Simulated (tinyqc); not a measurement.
## Contact resistivity and sheet resistance from two contact lengths

Question. Rc = [sqrt(rc Rsh)/Wc] coth(Lc/(2 LT)), LT = sqrt(rc/Rsh), Wc = 30 nm; the second contact is twice as long as the first. Find LT, rc and Rsh.

Rc for Lc = 23 and 46 nm (ohm): [193.418683, 127.213117]

Solution. With t = tanh(Lc/(2 LT)) for the shorter contact, the resistance of the longer over that of the shorter is (1 + t^2)/2. Then sqrt(rc Rsh) = Rc t Wc, and rc and Rsh follow by multiplying and dividing by LT.

LT = 18.10 nm
rc = 5.900e-10 ohm cm^2
Rsh = 180.0 ohm

Computed by the program tinyqc: `OMP_NUM_THREADS=1 python tinyqc.py 2170096 2170097 out.jsonl`, one thread of a shared Intel Xeon 2.30GHz, about 0.06 s for the whole run.
